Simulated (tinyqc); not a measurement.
Electron-beam lithography: double-Gaussian proximity function, edge placement and dose correction for parallel lines: one step, computed by the program tinyqc.

Lines are infinitely long. Absorbed energy is counted so that the middle of a very large area written at dose 1 receives 1; the resist develops where it exceeds 1/2.

Problem. Interaction matrix. f(r) = [exp(-r^2/alpha^2)/alpha^2 + eta exp(-r^2/beta^2)/beta^2]/(pi (1 + eta)). A line from a to b at dose d gives E(x) = d [S(alpha) + eta S(beta)]/(1 + eta), S(s) = [erf((b - x)/s) - erf((a - x)/s)]/2. M_ij is the mean of E at the two edges of line i from line j at dose 1.

Inputs (values chosen for the exercise, of the order of those for 100 keV electrons in resist on silicon): forward range alpha = 0.012 micrometre; backscatter range beta = 34 micrometre; backscatter ratio eta = 0.95.

Lines (micrometre):
```
line  left edge  right edge  centre
1         0.000       0.046  0.0230
2         0.196       0.277  0.2365
3         6.177       6.220  6.1985
4         6.297       6.367  6.3320
```

Give: M.

Solution.

M:
```
         1        2        3        4
1  0.25678  0.00065  0.00034  0.00055
2  0.00037  0.25707  0.00034  0.00055
3  0.00036  0.00063  0.25676  0.00057
4  0.00036  0.00063  0.00035  0.25698
```
